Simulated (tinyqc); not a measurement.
Bias dependence of the times: oxide trap near a transistor channel: two-state multiphonon kinetics, telegraph noise and bias instability. Computed by tinyqc, a small Python program. Command: `OMP_NUM_THREADS=1 python tinyqc.py 3016701 3016702 out.jsonl oxidetrap walk`. One thread of a shared host (Intel(R) Xeon(R) Processor @ 2.30GHz), about 0.01 s of CPU time with the checks.

An n-channel device under positive gate bias. The trap is empty (state 1) or holds an electron (state 2); both states are parabolas of equal curvature, and the electron reservoir is taken at the Fermi level of the channel.

Inputs (values chosen for the exercise, with an insulator like Si3N4 on silicon): insulator constant eps_ox = 7.33; trap depth x from the interface = 1.1 nm; tunnel barrier phi_b = 2.03 eV; tunnelling mass m_ox = 0.43 m_0; trap level above E_F at zero field E_t = 0.63 eV; relaxation energy E_R = 2.2 eV; oxide field F = 6.4 MV/cm; attempt rate k_0 at the interface = 1e+12 1/s; temperature T = 450 K.

Parts treated: one trap and an ensemble.

Constants: hbar^2/(2 m_0) = 3.80998212 eV angstrom^2; k_B = 8.617333262e-05 eV/K.

Method. kappa = sqrt(2 m_ox phi_b)/hbar = sqrt(m_ox phi_b/(hbar^2/2m_0)); attenuation length lambda = 1/(2 kappa); factor exp(-x/lambda) for a rectangular barrier. E_21 = E_t - e F x is the energy of state 2 over state 1; barriers E_c = (E_R + E_21)^2/(4 E_R), E_e = E_c - E_21; tau_c = exp(E_c/k_B T)/(k_0 P), tau_e = exp(E_e/k_B T)/(k_0 P), P the tunnelling factor; occupation f_2 = tau_e/(tau_c + tau_e); 1/tau_0 = 1/tau_c + 1/tau_e.

tunnelling factor = 2.67129e-05

Against field:
```
F (MV/cm)  E_21 (eV)   tau_c (s)   tau_e (s)         f_2
0.00          0.6300  5.8341e+02  5.1320e-05  8.7965e-08
1.92          0.4188  2.0017e+01  4.0837e-04  2.0400e-05
3.84          0.2076  8.9200e-01  4.2204e-03  4.7090e-03
5.12          0.0668  1.2964e-01  2.3154e-02  1.5153e-01
6.40         -0.0740  2.1164e-02  1.4268e-01  8.7083e-01
7.68         -0.2148  3.8806e-03  9.8754e-01  9.9609e-01
9.60         -0.4260  3.7885e-04  2.2360e+01  9.9998e-01
```

What follows from these numbers?

ln(tau_c/tau_e) falls by e x/k_B T = 2.837 per MV/cm, which measures the depth x if the change of surface potential with bias is left aside. Over these rows tau_c shortens by 6.19 decades and tau_e lengthens by 5.64; the two share the shift almost equally, as the first and last E_21 average to little against E_R. The times cross at F = E_t/(e x) = 5.73 MV/cm. Caution: a field 1.5 times as high comes near the usual breakdown field of such an insulator. Caution: the field lowers the tunnel barrier appreciably over the trap depth, so the rectangular barrier understates the rate.

Extremes, crossings and ranges named in words are read from the listed rows.
